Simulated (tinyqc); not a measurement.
Worked calculation: optical gain and spontaneous emission in a bulk direct-gap semiconductor. Values are carried at full precision from step to step, so a last printed digit may differ when a step is redone from the rounded ones.

F_j(eta) = (1/Gamma(j + 1)) integral_0^infinity x^j dx/(1 + exp(x - eta)), which tends to exp(eta) for eta << 0.

Quasi-Fermi levels: n = Nc F_1/2(Fc/kT) and p = Nv F_1/2(Fv/kT), Fc counted up from the conduction edge and Fv down from the valence edge; Nc, Nv from N = 2 (m kB T/(4 pi c))^(3/2) with c = hbar^2/2m0, in 1/angstrom^3; times 1e24 for 1/cm^3, with me and (mhh^(3/2) + mlh^(3/2))^(2/3).

Constants: hbar^2/2m0 = 3.80998211 eV angstrom^2; kB = 8.617333262e-05 eV/K; fine-structure constant alpha = 0.007297352564; hbar = 6.58211957e-16 eV s; hbar c = 1973.269805 eV angstrom.

Values chosen for the exercise (near those of InGaAs; the results hold for these values, not for the real material): me = 0.0407 m0 (electron mass); mhh = 0.458 m0 (heavy-hole mass); mlh = 0.0544 m0 (light-hole mass); n = 2.4e+18 1/cm^3 (injected density, n = p); T = 300 K; Eg = 0.761 eV (direct gap); Ep = 22.4 eV (Kane energy); nr = 3.62 (refractive index); E = 0.834 eV (photon energy).

## Quasi-Fermi levels

Solve for Fc and Fv.

kT = 0.025852 eV
Nc = 2.060e+17 1/cm^3
Nv = 8.096e+18 1/cm^3
Fc = 0.1570 eV
Fv = -0.0287 eV
Fc + Fv = 0.1283 eV

The separation of the quasi-Fermi levels exceeds the gap, so photons between Eg and Eg + (Fc + Fv) see gain. The quasi-Fermi level of the electrons lies inside the band, that of the holes in the gap.

## Absorption of the empty crystal

Parabolic bands, vertical transitions, no excitons. For each hole band j: mr = me mj/(me + mj); joint density of states J_j(E) = (mr/c)^(3/2) sqrt(E - Eg)/(2 pi^2), both spins, c = hbar^2/2m0; averaged matrix element |e.p|^2 = m0 Ep/6; alpha_j(E) = 4 pi^2 alpha_f c Ep J_j/(3 nr E) in 1/angstrom (alpha_f the fine-structure constant, listed as alpha among the constants), times 1e8 for 1/cm.

Evaluate at E for heavy and light holes.

mr, J and alpha of each hole band:
```
hole,mr (m0),J (1/(eV angstrom^3)),alpha (1/cm)
heavy,0.03738,1.330e-05,3610.6
light,0.02328,6.538e-06,1774.9
```

The heavy-hole band gives 67 % of the total, 5385 1/cm.

## Occupations and gain at E

For band j the electron sits at Ee = (E - Eg) mr/me above its edge and the hole at Eh = (E - Eg) mr/mj; fe = 1/(1 + exp((Ee - Fc)/kT)), fh = 1/(1 + exp((Eh - Fv)/kT)); gain g = sum_j alpha_j (fe + fh - 1).

Use mr and alpha from the table.

Energies, occupations and gain of each hole band:
```
hole,Ee (eV),Eh (eV),fe,fh,g (1/cm)
heavy,0.0670,0.0060,0.970,0.207,640
light,0.0418,0.0312,0.989,0.089,138
```

total gain = 779 1/cm

E - Eg = 0.0730 eV is below Fc + Fv = 0.1283 eV, so both bands give gain (Bernard-Duraffourg).

## Spontaneous emission

Spontaneous rate: R = integral of (nr E/(hbar c))^2/(pi^2 hbar) sum_j alpha_j fe fh dE, with alpha in 1/cm and (nr E/(hbar c))^2 in 1/cm^2 (1e16 per 1/angstrom^2); B = R/(n p); lifetime n/R.

Integrate over photon energy.

R = 5.46e+26 1/(cm^3 s)
B = 9.48e-11 cm^3/s
radiative lifetime = 4.39 ns

## Checks

- B at n = 1e13 1/cm^3 against the van Roosbroeck-Shockley value from alpha and ni^2 (cm^3/s): both 1.52e-10.

Program tinyqc; command `OMP_NUM_THREADS=1 python tinyqc.py 1681560 1681561 out.jsonl`; about 0.08 s on one thread of a shared Intel(R) Xeon(R) Processor @ 2.30GHz.
